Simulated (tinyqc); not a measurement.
Lattice vibrations of a chain, step by step. One step of it, computed by the program tinyqc.

Question. Frequencies. omega^2 are the eigenvalues; wavenumber = 521.4708 sqrt(eigenvalue) 1/cm.

D(q) (eV/(angstrom^2 u)):
$$\begin{pmatrix}
0.203839 & -0.192997+0.208758i \\
-0.192997-0.208758i & 0.535005
\end{pmatrix}$$

Give: eigenvalues; wavenumbers; weights |e|^2 of the mass-weighted modes.

Answer.

eigenvalues: [0.0404, 0.6984]

wavenumbers (1/cm): [104.8, 435.8]

weights |e|^2 of the mass-weighted modes, order atom 1, atom 2:
$$\begin{pmatrix}
0.7516 & 0.2484 \\
0.2484 & 0.7516
\end{pmatrix}$$
